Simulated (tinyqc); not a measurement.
Convergence with the basis: effective-mass impurity with a central-cell term, in a basis of Slater functions. Computed by tinyqc, a small Python program. Command: `OMP_NUM_THREADS=1 python tinyqc.py 3016147 3016148 out.jsonl centralcell walk`. One thread of a shared host (Intel(R) Xeon(R) Processor @ 2.30GHz), about 0.01 s of CPU time with the checks.

The envelope obeys H = -nabla^2 - (2/r) [Z + A exp(-kappa r)] in effective units, with kappa = a*/lambda; positive A deepens the well near the core.

Inputs (values chosen for the exercise, with mass and screening modelled on GaSb): effective mass m = 0.0383 m_0; dielectric constant eps = 15.4; charge Z of the core = 2; central-cell strength A = 33; central-cell range lambda = 2.4 angstrom; smallest exponent zeta_1 = 0.54 1/a*; ratio beta of exponents = 2.5.

Impurity: donor, one isotropic band.

Constants: Ry = 13.605693123 eV; a_0 = 0.529177210903 angstrom.

Method:
- Units: Ry* = Ry m/eps^2 and a* = a_0 eps/m, with m in m_0.
- kappa = a*/lambda; the hydrogenic ground state is bound by Z^2 Ry*.
- For s functions exp(-zeta r), with s = zeta_i + zeta_j: S = 2/s^3, T = zeta_i zeta_j S, V = -2 Z/s^2, W = -2 A/(s + kappa)^2; each function is normalised by dividing by sqrt(S_ii S_jj).
- Large basis: zeta_i = 0.06 x 1.6^(i-1), i = 1..22, same formulas; for p functions r exp(-zeta r): S = 24/s^5, T = zeta_i zeta_j S (centrifugal term included), V = -12 Z/s^4, W = -12 A/(s + kappa)^4; overlap eigenvalues below 1e-11 are dropped.
- Binding energies are -E Ry*; the effective quantum number is nu = Z/sqrt(-E); |psi(0)|^2 is given relative to the hydrogenic Z^3/(pi a*^3).
- zeta_i = zeta_1 beta^(i-1), i = 1..n.
- The error is the lowest level above the large-basis value.

kappa = 88.6568 1/a*

Ry* = 2.19724 meV

1s binding energy = 9.87778 meV

Error of the 1s level:
```
n  error (meV)  largest exponent (1/a*)
1       5.7611               5.4000e-01
2       1.5202               1.3500e+00
3       0.4777               3.3750e+00
4       0.4641               8.4375e+00
5       0.1603               2.1094e+01
6       0.0838               5.2734e+01
7       0.0713               1.3184e+02
8       0.0705               3.2959e+02
```

What does the comparison show, and why?

The error falls from 5.76 to 0.0705 meV. At n = 8 it falls by less than 5 %, where the largest exponent has not yet passed kappa by much. Caution: the density at the core is many times hydrogenic, so the result hangs on the model potential inside one cell, where the envelope picture is weak.

Extremes, crossings and ranges named in words are read from the listed rows.
